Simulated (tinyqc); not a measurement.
Single-oscillator infrared dielectric function of a polar cubic crystal: one step, computed by the program tinyqc. Command: `OMP_NUM_THREADS=1 python tinyqc.py 3021279 3021280 out.jsonl infrared walk`. One thread of a shared host (Intel(R) Xeon(R) Processor @ 2.30GHz), about 0.01 s of CPU time with the checks.

One ion pair, charges +Z* and -Z*, in a cell of volume Omega = a^3/4. Frequencies omega are given as wavenumbers (1/cm); eps_s is the static dielectric constant.

Question. Coupled plasmon-LO modes. Without damping eps(omega) = 0 gives omega^4 - (omega_LO^2 + omega_p^2) omega^2 + omega_p^2 omega_TO^2 = 0, with roots L- and L+.

Inputs (values chosen for the exercise, for a model crystal): omega_TO = 694 1/cm.

Structure: zinc blende. Free carriers: present.

omega_p = 44.56251 1/cm

omega_LO = 716.7152 1/cm

Give: lower coupled mode L-; upper coupled mode L+.

Answer.

lower coupled mode L- = 43.145 1/cm

upper coupled mode L+ = 716.80 1/cm

With omega_p well below omega_LO, L+ is phonon-like and L- is a plasmon screened by eps_s. Caution: gamma_p is not small against omega_p, so the plasmon is strongly damped and a plasmon-like coupled mode marks no sharp feature.
